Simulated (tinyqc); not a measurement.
What each parameter does: nanosheet or nanowire with hard walls, valleys of the Ge type.

Four ellipsoidal valleys along <111>: inverse mass tensor w = 1/mt + (1/ml - 1/mt) a a^T with a the unit axis. Device axes: x along the channel, z = [001], y = z x x. The Gamma and Delta valleys are left out; the heavy Delta valleys, about 0.18 eV up, lie lowest once the L levels pass about 0.2 eV.

Hard walls around a W x H rectangle. The block w_c of w in (y, z) confines; the transport mass follows from 1/m_x = w_xx - w_xc w_c^-1 w_cx. The cross-section problem c (w_yy ky^2 + 2 w_yz ky kz + w_zz kz^2), c = hbar^2/2m0, is solved in products sin(n pi y/W) sin(l pi z/H), n, l = 1 to 12; if w_yz = 0 the levels are c pi^2 (w_yy n^2/W^2 + w_zz l^2/H^2). The w_yz term couples (n, l) to (n', l') by -2 c w_yz D_nn'(W) D_ll'(H) with D_nm(L) = 4 n m/(L (n^2 - m^2)) for n + m odd and 0 otherwise.

Without degeneracy the line density is N1 exp((EF - Ec)/kB T) with N1 = sum 2 g sqrt(m_x kB T/(4 pi c)) exp(-E/kB T), here over n, l up to 80 where w_yz = 0 and over all levels of a 12 x 12 sine basis otherwise; the classical value is W H Nc with Nc = 2 g_all (m_dos kB T/(4 pi c))^(3/2), m_dos = (ml mt^2)^(1/3); dVt = kB T ln(W H Nc/N1).

Constants: hbar^2/2m0 = 3.80998211 eV angstrom^2; kB = 8.617333262e-05 eV/K.

Inputs chosen for the exercise (near those of Ge; not measured data): ml = 1.613 m0 (longitudinal mass); mt = 0.081 m0 (transverse mass); T = 300 K (temperature); g_all = 4 (number of valleys); channel = 110 (transport direction x on a (001) wafer); W = 35 angstrom (width, along y); H = 66 angstrom (height, along z = [001]).

E1 and E2 are the two lowest subband edges over all groups. Each row changes one parameter from the base and keeps the others.

Results:

| case | E1 (eV) | E2 - E1 (meV) | m_x of lowest (m0) | dVt (mV) |
|---|---|---|---|---|
| base | 0.1689 | 77.9 | 0.081 | 164.9 |
| W = 25 angstrom | 0.2965 | 69.7 | 0.081 | 283.4 |
| H = 60 angstrom | 0.1779 | 94.7 | 0.081 | 172.1 |
| T = 270 K | 0.1689 | 77.9 | 0.081 | 163.2 |
| ml = 1.774 m0 | 0.1663 | 73.9 | 0.081 | 163.3 |
| mt = 0.089 m0 | 0.1562 | 74.6 | 0.089 | 153.3 |

The largest shifts from the base row, up to three for each result and ties (the steps differ in size, so this ranks the rows, not the parameters). E1 (eV): W +0.1277, mt -0.0127, H +0.0091; unchanged at the printed digits by T. E2 - E1 (meV): H +16.9, W -8.1, ml -3.9; unchanged at the printed digits by T. m_x of lowest (m0): mt +0.008; unchanged at the printed digits by W, H, T and ml. dVt (mV): W +118.5, mt -11.6, H +7.2.

Program tinyqc; command `OMP_NUM_THREADS=1 python tinyqc.py 1281237 1281238 out.jsonl`; about 0.3 s on one thread of a shared Intel(R) Xeon(R) Processor @ 2.30GHz.
